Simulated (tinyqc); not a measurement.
Input admittance of a MOSFET at zero drain bias: distributed channel and distributed gate: two steps of the calculation.

Source and drain grounded, strong inversion, w = 2 pi f, Cox = eps0 eox/tox. The channel is an RC line of resistance 1/(mu Cox Vo) per square fed from both ends, so one finger has the intrinsic admittance y = i w Cox L tanh(g)/g per width, g = (1/2) sqrt(i w tau), tau = L^2/(mu Vo). The vertical resistance rv/L is in series with y, the overlaps 2 i w Cov in parallel: y_t = 1/(1/y + rv/L) + 2 i w Cov. The gate strip is a line of Rsh/L per length loaded by y_t, so a finger has Y = y_t Wf tanh(k)/k, k = (Wf/sd) sqrt(y_t Rsh/L); the device has Nf Y.

Parameters, values chosen for the exercise; values of the order met in silicon radio-frequency transistors: relative permittivity of the gate insulator (close to silicon dioxide) eox = 3.9; insulator thickness tox = 6.2 nm; channel length L = 0.43 um; finger width Wf = 5.8 um; number of fingers Nf = 32; channel mobility mu = 190 cm^2/(V s); gate overdrive Vo = 0.51 V; sheet resistance of the gate Rsh = 4.5 ohm/square; vertical resistivity of the gate stack rv = 5.5 ohm um^2; number of ends at which a finger is contacted sd = 2; overlap and fringe capacitance on each side Cov = 0.36 fF/um; frequency f = 73 GHz.

Constants: eps0 = 8.8541878128e-14 F/cm where lengths are in cm. Results are converted to the units shown.

Problem 1. Low-frequency resistances and capacitance. Low-frequency limits, with c = Cox L and ct = c + 2 Cov: R_strip = Rsh Wf/(3 sd^2 L Nf), R_ch = (c/ct)^2 L/(12 mu Cox Vo Wf Nf), R_vert = (c/ct)^2 rv/(L Wf Nf), C = ct Wf Nf.

Find: parts; sum; C; 1/(2 pi R C).

Solution 1.

parts (ohm): strip 0.15807, channel 2.1147, vertical 0.040738
sum = 2.3135 ohm
C = 578.13 fF
1/(2 pi R C) = 118.99 GHz

The channel term is the largest, 91.4 % of the sum.

Problem 2. Input impedance of the device. k and Y as defined; Z = 1/(Nf Y) = R + 1/(i w C); Q = |Im Z|/R; signal at the point farthest from a contact |1/cosh k|.

y_t = 457.1386+1027.5919i uS/um

Find: k; Nf Y; R; C; Q; signal at the far point.

Solution 2.

k = 0.2638+0.1714i
Nf Y = 89.2+185.5i mS
R = 2.105 ohm
C = 498.0 fF
Q = 2.080
signal at the far point = 0.9796

Numbers from tinyqc (`OMP_NUM_THREADS=1 python tinyqc.py 2262058 2262059 out.jsonl`; about 0.01 s on one thread of a shared Intel Xeon 2.30GHz).
